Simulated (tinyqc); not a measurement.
# Permittivity and interface capacitance from two thicknesses

Question. 1/C = t/(eps0 ek) + 2/ci for planar capacitors that differ only in thickness. Find ek, ci and the EOT of the interfaces, 2 x 3.9 eps0/ci.

Constants: eps0 = 8.8541878128e-14 F/cm where lengths are in cm. Results are converted to the units shown.

C at t = 6.6 and 20 nm (uF/cm^2): [2.7238031, 0.99166173]

Solution. 1/C is a straight line in t: the slope gives ek and the intercept 2/ci. A single thickness would give only the effective permittivity; when the interfaces are a small part of 1/C, ci needs very accurate data.

ek = 23.60
ci = 39.00 uF/cm^2
EOT of the interfaces = 0.1771 nm

tinyqc, about 0.01 s, one thread, Intel Xeon 2.30GHz (shared host): `OMP_NUM_THREADS=1 python tinyqc.py 2102048 2102049 out.jsonl`
